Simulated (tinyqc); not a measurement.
# Transit time and capacitance from two cut-off frequencies

Problem. 1/(2 pi fT) = tauF + Vt C/JC, C the sum of the junction capacitances per area. Find C, tauF and the limit of fT at high current.

Inputs (values chosen for the exercise):

| symbol | value | unit | meaning |
|---|---|---|---|
| T | 300 | K | temperature |

Constants: q = 1.602176634e-19 C, kB = 1.380649e-23 J/K, Vt = kB T/q. Results are converted to the units shown.

JC (mA/um^2): 0.012  0.45
fT (GHz): 16.594139  86.848379

Solution. The delay is a straight line in 1/JC with slope Vt C and intercept tauF.

C = 3.70 fF/um^2
tauF = 1.62 ps
limit of fT = 98.2 GHz

tinyqc, about 0.01 s, one thread, Intel Xeon 2.30GHz (shared host): `OMP_NUM_THREADS=1 python tinyqc.py 2320132 2320133 out.jsonl`
